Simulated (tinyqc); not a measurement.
Swing of the coupled dose with resist thickness: standing waves and exposure in a photoresist film.

Normal incidence from air. Unexposed resist: N1 = n1 + i k1 with k1 = (A + B) lam/(4 pi), lam in micrometres. r01 = (1 - N1)/(1 + N1), t01 = 2/(1 + N1). Substrate Ns = ns + i ks: r12 = (N1 - Ns)/(N1 + Ns). With p = exp(2 pi i N1 d/lam), the field at depth z is E(z) = t01 [exp(2 pi i N1 z/lam) + r12 p^2 exp(-2 pi i N1 z/lam)]/(1 + r01 r12 p^2), the relative intensity I(z) = n1 |E(z)|^2 and the reflectance R = |(r01 + r12 p^2)/(1 + r01 r12 p^2)|^2.

Inputs chosen for the exercise (a resist on polySi, indices near tabulated ones; shifted at random, so the results belong to these values and not to a real crystal): lam = 248 nm (vacuum wavelength); n1 = 1.742 (resist index); A = 0.01 1/micrometre (bleachable absorption (Dill A)); B = 1.02 1/micrometre (fixed absorption (Dill B)); d = 513 nm (resist thickness); ns = 1.693 (substrate n); ks = 2.78 (substrate k).

The mean of I is taken over 800 depths; the relative dose to clear is taken as 1/(mean of I over the lowest period, 60 depths), scaled to 1 in the first row.

Swing:
```
d (nm),R,mean I,relative dose
513.0,0.1054,0.9945,1.000
524.9,0.0114,1.0928,0.928
536.7,0.1281,0.9573,1.077
548.6,0.2745,0.7867,1.314
560.5,0.3209,0.7239,1.413
572.3,0.2512,0.7857,1.292
584.2,0.0928,0.9420,1.085
596.0,0.0061,1.0257,1.014
619.8,0.2546,0.7551,1.402
631.6,0.2995,0.6991,1.503
643.5,0.2321,0.7555,1.382
655.4,0.0826,0.8938,1.176
```

Give the missing row, d (nm) = 607.9.

Computed row:
```
d (nm)       R  mean I  relative dose
607.9   0.1153  0.9066          1.164
```

The period is 71.2 nm, six rows. The relative dose swings between 0.928 and 1.503, a ratio (max - min)/mean of 0.474, against the estimate 4 sqrt(|r01|^2 |r12|^2) exp(-(A + B) d) = 0.398 for the oscillating part alone; the ratio from the table also holds the slow rise from absorption, 17.6 % over two periods, so the two are not strictly comparable. The dose is least sensitive to thickness at an extremum; the lowest dose listed is at 524.9 nm.

Program tinyqc; command `OMP_NUM_THREADS=1 python tinyqc.py 1652276 1652277 out.jsonl`; about 0.01 s on one thread of a shared Intel(R) Xeon(R) Processor @ 2.30GHz.
